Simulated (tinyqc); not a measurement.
# Single-electron transistor, orthodox theory and master equation: linear conductance against temperature

A metal island with n extra electrons joins the left lead (voltage V) and the right lead (0 V) by tunnel junctions and couples to a gate. Cs = CL + CR + Cg. Adding electron n + 1 costs mu(n) = [q (n + 1/2) - CL V - Cg Vg]/Cs (in volts); the Fermi levels are -V (left) and 0 (right). A jump that gains the energy W has the rate G(W) = (W/q)/(R [1 - exp(-W/Vt)]), W in volts, Vt = kB T/q. Sequential tunnelling only; I > 0 flows from left to right.

Onto the island: from the left W = -V - mu(n), from the right W = -mu(n); off the island (n + 1 to n): to the left W = mu(n) + V, to the right W = mu(n). Steady state: p(n + 1)/p(n) = (sum of on rates)/(sum of off rates), normalised. I = q sum_n [p(n + 1) (off to left) - p(n) (on from left)]. Enough charge states are kept that the digits shown do not change. The conductance is dI/dV at V = 0 times RL + RR, at Vg = q/(2 Cg) (peak) and Vg = 0 (valley).

Inputs (values chosen for the exercise): capacitance of the left junction CL = 0.95 aF; capacitance of the right junction CR = 0.48 aF; gate capacitance Cg = 0.23 aF; resistance of the left junction RL = 620 kohm; resistance of the right junction RR = 31000 kohm.

Constants: q = 1.602176634e-19 C, kB = 1.380649e-23 J/K, Vt = kB T/q. Results are converted to the units shown.

Result of one run:
```
kB T/(q^2/Cs)	peak	valley
0.05982	0.5000	0.003918
```

Which temperature T gave this result: 27, 67, 110 or 170 K?

T = 67 K.

The whole series:
```
T (K)	kB T/(q^2/Cs)	peak	valley
27	0.02411	0.5000	4.074e-8
42	0.03750	0.5000	4.318e-5
67	0.05982	0.5000	0.003918
110	0.09821	0.5004	0.06226
170	0.1518	0.5084	0.2363
270	0.2411	0.5578	0.4788
420	0.3750	0.6552	0.6467
670	0.5982	0.7618	0.7617
```

At low temperature the peak is 0.500, the limit 1/2 of a metal island with only two charge states in play; it rises from 0.500 to 0.762, and the valley rises from 4.07e-8 to 0.762. Among the rows the valley is within 10 % of the peak from kB T = 0.37 q^2/Cs on: the oscillation is washed out.

Range of the model: Cotunnelling, which dominates deep in the blockade, is left out.

Numbers from tinyqc (`OMP_NUM_THREADS=1 python tinyqc.py 2780042 2780043 out.jsonl`; about 0.01 s on one thread of a shared Intel Xeon 2.30GHz).
